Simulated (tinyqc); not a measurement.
# FinFET, parasitic resistance, capacitance and delay: effect of the relative permittivity of the spacer

Nf fins under one contact; each has gated perimeter p = 2 Hf + Wf and cross-section A = Hf Wf; contact width Wc = Nf pf, stack height Hs = Hf. Contact length Lc = CPP - Lg - 2 Lsp, shared by two neighbouring gates. Source and drain sides are equal. The formulas are first-order estimates, not field solutions.

Epitaxy sheet resistance Rsh = re/te, transfer length LT = sqrt(rc/Rsh), contact Rc = [sqrt(rc Rsh)/Wc] coth(Lc/(2 LT)); extension of one fin Rx = rx Lsp/A. With N fins: gate Cg = Cinv p N Lg; per side, plate Cp = ks eps0 [Wc (Hs + Hc) - N A]/Lsp, top fringe Cf = (2/pi) ks eps0 Wc ln(1 + Lg/(2 Lsp)), overlap Co = Cinv p N Lov. One fin: I = p Q vx u/(1 + |u|^1.8)^(1/1.8), Q = Cinv n Vt ln(1 + exp((Vg' - VT + dl Vd')/(n Vt))), u = Vd' mu/(vx Lg), Vg' = Vgs - v, Vd' = Vds - 2 v, with the drop on each side v = Rc (sum of I) + Rx I. Ieff = [I(Vgs = Vdd, Vds = Vdd/2) + I(Vdd/2, Vdd)]/2, total currents. With Cs = Cp + Cf + Co, the load of an inverter of two such devices driving an equal one is CL = 2 (Cg + 2 Cs) + 4 Cs + Cw (own drains counted twice for the Miller effect); delay CL Vdd/(2 Ieff).

Parameters, values chosen for the exercise; values close to those of silicon logic devices:
```
symbol,value,unit,meaning
T,300,K,temperature
Nf,2,,number of fins
Hf,50,nm,fin height
Wf,5,nm,fin width
pf,24,nm,fin pitch
CPP,60,nm,contacted gate pitch
Lg,12,nm,gate length
Lsp,4,nm,spacer length
Hc,30,nm,gate height above the channel stack
rc,3.6e-9,ohm cm^2,contact resistivity
re,0.00052,ohm cm,resistivity of the source-drain epitaxy
te,25,nm,current-carrying depth of the epitaxy
rx,0.0019,ohm cm,resistivity of the extension
Lov,2,nm,gate overlap
Cinv,2.4,uF/cm^2,inversion capacitance
vx,8.4e6,cm/s,injection velocity
mu,150,cm^2/(V s),apparent mobility
VT,0.19,V,threshold at zero drain voltage
dl,0.039,V/V,barrier lowering
n,1.21,,subthreshold factor
Cw,0.18,fF,wire load
Vdd,0.7,V,supply voltage
```

Constants: q = 1.602176634e-19 C, kB = 1.380649e-23 J/K, eps0 = 8.8541878128e-12 F/m, Vt = kB T/q. Results are converted to the units shown.

The same in every row: Rc (ohm) = 403.5; Rx/N (ohm) = 152.0; Ieff (uA) = 113.2.

Results:

| ks | CL (aF) | delay (ps) |
|---|---|---|
| 1 | 442.7 | 1.369 |
| 2 | 503.9 | 1.558 |
| 3 | 565.0 | 1.747 |
| 4 | 626.1 | 1.936 |
| 7 | 809.5 | 2.503 |

Estimate the missing row, ks = 5.5.

Computed row:

| ks | CL (aF) | delay (ps) |
|---|---|---|
| 5.5 | 717.8 | 2.220 |

With this row back in the table: As ks goes from 1 to 7, Ieff stays at 113 uA, CL rises from 443 to 810 aF and the delay rises from 1.37 to 2.50 ps.

tinyqc, about 0.03 s, one thread, Intel Xeon 2.30GHz (shared host): `OMP_NUM_THREADS=1 python tinyqc.py 2170046 2170047 out.jsonl`
